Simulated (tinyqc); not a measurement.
# Narrowing from the saturation current

Inverse problem. A uniform n-type emitter has J0 = (q p0 D/L)(s + tanh(W/L))/(1 + s tanh(W/L)), D = mup Vt, s = S L/D, and p0 = (ni^2/N) exp(dE_app/kB T), where dE_app = dEg + kB T ln[(N/Nc) exp(-eta)]. Find p0, dE_app and dEg.

Inputs (values chosen for the exercise); band and dielectric values close to those of silicon: temperature T = 300 K; conduction-band density of states at 300 K Nc = 2.83e19 cm^-3; ionised donor density N = 6.5e18 cm^-3; minority-hole mobility mup = 190 cm^2/(V s); emitter width W = 66 nm; recombination velocity at the contact S = 1600 cm/s.

Constants: q = 1.602176634e-19 C, kB = 1.380649e-23 J/K, Vt = kB T/q. Results are converted to the units shown.

J0 = 72.212856 fA/cm^2
L = 7647.8487 nm
ni = 1.5773309e10 cm^-3
converged eta = -1.3901141

Solution. J0 gives p0, its ratio to ni^2/N gives dE_app, and the degeneracy term is taken off.

p0 = 272.9 cm^-3
dE_app = 50.78 meV
dEg = 52.87 meV

Computed by the program tinyqc: `OMP_NUM_THREADS=1 python tinyqc.py 2330127 2330128 out.jsonl`, one thread of a shared Intel Xeon 2.30GHz, about 0.01 s for the whole run.
